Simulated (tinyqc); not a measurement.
Reflectance at normal incidence against thickness.

Normal incidence on air, film (n1) and substrate (N2 = n2 - i k2): r01 = (1 - n1)/(1 + n1), r12 = (n1 - N2)/(n1 + N2), amplitude (r01 + r12 X)/(1 + r01 r12 X), X = exp(-4 pi i n1 d/lam), R its squared modulus, phase from 0 to 360 degrees.

Inputs (values chosen for the exercise):
- lam = 405 nm (wavelength)
- n1 = 1.633 (index of the transparent film)
- n2 = 5.42 (index of the substrate)
- k2 = 0.329 (extinction coefficient of the substrate)

Results:
```
d (nm),R (%),phase of the reflected amplitude (degrees)
0,47.537,178.68
15,44.105,152.76
30,34.370,121.94
45,20.384,78.165
60,11.771,6.8724
75,18.255,291.11
105,42.956,211.74
120,47.405,185.39
```

Estimate the missing row, d = 90 nm.

Computed row:
```
d (nm),R (%),phase of the reflected amplitude (degrees)
90,32.261,243.95
```

With this row back in the table: R goes from 47.5 through a minimum of 11.8 (at d = 60 nm among the rows listed) to 47.4 %. At a quarter wave, d = 62.0 nm, R = 11.7 %; for a transparent substrate it would vanish for n1 = sqrt(n2) = 2.33.

Numbers from tinyqc (`OMP_NUM_THREADS=1 python tinyqc.py 2870160 2870161 out.jsonl`; about 0.01 s on one thread of a shared Intel Xeon 2.30GHz).
